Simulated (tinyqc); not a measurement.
Area and perimeter leakage from two diodes.

Question. A square diode and a finger diode leak I = JA area + JP perimeter. Find JA, JP and the side of the square at which both parts are equal.

areas (um^2): 10000  124000
perimeters (um): 400  25420
leakage currents (pA): 1  30.814000

Solution. Two linear equations give JA and JP; for a square of side a, JA a^2 = 4 JP a at a = 4 JP/JA.

JA = 6.400e-9 A/cm^2
JP = 9.000e-12 A/cm
side for equal parts = 56.25 um

Numbers from tinyqc (`OMP_NUM_THREADS=1 python tinyqc.py 2290164 2290165 out.jsonl`; about 0.01 s on one thread of a shared Intel Xeon 2.30GHz).
